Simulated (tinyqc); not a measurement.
Thin film between two gates, subbands and threshold shift from confinement: one step of the calculation.

Undoped body with a flat potential across it, hard walls, transport along x. Three valley pairs (g = 2 each) with the longitudinal mass along x, y or z. Non-parabolicity enters the subband edges through E (1 + al E) = gamma, so E = 2 gamma/(1 + sqrt(1 + 4 al gamma)); motion within a subband is taken as parabolic with the band-edge mass. Energies are counted from the bulk band edge.

Question. Threshold shift. Each subband has N_k = g sqrt(mx my) m0 kB T/(pi hbar^2); without degeneracy n = exp(EF/Vt) sum N_k exp(-E_k/Vt). Classical value Nc times t, Nc = sum over valleys of 2 g (m m0 kB T/(2 pi hbar^2))^1.5 with m = (mx my mz)^(1/3). Threshold shift dVT = Vt ln(classical value/sum N_k exp(-E_k/Vt)). Use the subbands listed.

Values chosen for this exercise; masses close to those of silicon:
- T = 300 K (temperature)
- ml = 0.92 m0 (longitudinal mass)
- mt = 0.194 m0 (transverse mass)
- t = 8.4 nm (film thickness (along z))

Constants: q = 1.602176634e-19 C, kB = 1.380649e-23 J/K, hbar = 1.054571817e-34 J s, m0 = 9.1093837015e-31 kg, Vt = kB T/q. Results are converted to the units shown.

E_k, subband z1 to z4 (eV): [0.0057759557, 0.022908155, 0.027102950, 0.027102950, 0.050841310, 0.088744401]
N_k, subband z1 to z4 (cm^-2): [4.1900872e12, 4.1900872e12, 9.1246479e12, 9.1246479e12, 4.1900872e12, 4.1900872e12]

Find: shares; sum N_k exp(-E_k/Vt); Nc; classical value; dVT.

Answer.

shares, subband z1 to z4 (%): [27.48, 14.16, 26.22, 26.22, 4.81, 1.11]
sum N_k exp(-E_k/Vt) = 1.220e13 cm^-2
Nc = 2.802e19 cm^-3
classical value = 2.353e13 cm^-2
dVT = 16.99 mV

Numbers from tinyqc (`OMP_NUM_THREADS=1 python tinyqc.py 2350106 2350107 out.jsonl`; about 0.07 s on one thread of a shared Intel Xeon 2.30GHz).
